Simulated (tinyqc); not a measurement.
Gupta-type many-body potential for a metal: one step, computed by the program tinyqc. Command: `OMP_NUM_THREADS=1 python tinyqc.py 3026402 3026403 out.jsonl gupta walk`. One thread of a shared host (Intel(R) Xeon(R) Processor @ 2.30GHz), about 0.01 s of CPU time with the checks.

E_i = sum_j A exp(-p (r_ij/r0 - 1)) - xi rho_i^gamma, with rho_i = sum_j exp(-2 q (r_ij/r0 - 1)); gamma = 1/2 is the tight-binding second-moment form. The crystal is fcc unless stated; d is the neighbour distance and a fixed number of shells is kept.

Question. Unrelaxed vacancy. Each neighbour j of the vacancy loses one repulsive term and one density term: E_v = sum_shells count x {-repulsion - xi [(rho - density)^gamma - rho^gamma]}. (The removed atom returns to a bulk-like site, so its own energy cancels.)

Inputs (values chosen for the exercise, for a model metal): hopping xi = 1.38 eV; embedding exponent gamma = 0.55.

Shells:

| shell | count | r (angstrom) | repulsion (eV) | density |
|---|---|---|---|---|
| 1 | 12 | 2.730017 | 0.1808833 | 1.053737 |

density rho = 12.64485

repulsive energy = 2.170599 eV

Give: vacancy energy E_v; ratio E_v/E_c, E_c = xi rho^gamma less the repulsive energy.

Answer.

vacancy energy E_v = 0.9533 eV

ratio E_v/E_c, E_c = xi rho^gamma less the repulsive energy = 0.2804

A pair potential gives E_v = E_c; here the ratio is 0.28, as the remaining bonds of the neighbours strengthen when one is lost.
